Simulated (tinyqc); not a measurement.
Worked calculation: Luttinger-Kohn k.p, four valence bands. One step of it, computed by the program tinyqc.

Problem. Levels at k. Diagonalise the Hermitian matrix.

H(k) at k (eV), lower triangle (Hermitian):
```
,3/2,1/2,-1/2,-3/2
3/2,0.202232
1/2,-0.004013-0.025083i,0.136652
-1/2,0.056103-0.028666i,0.000000,0.136652
-3/2,0.000000,0.056103-0.028666i,0.004013+0.025083i,0.202232
```

Give: eigenvalues.

Solution.

eigenvalues (eV): 0.094  0.094  0.245  0.245
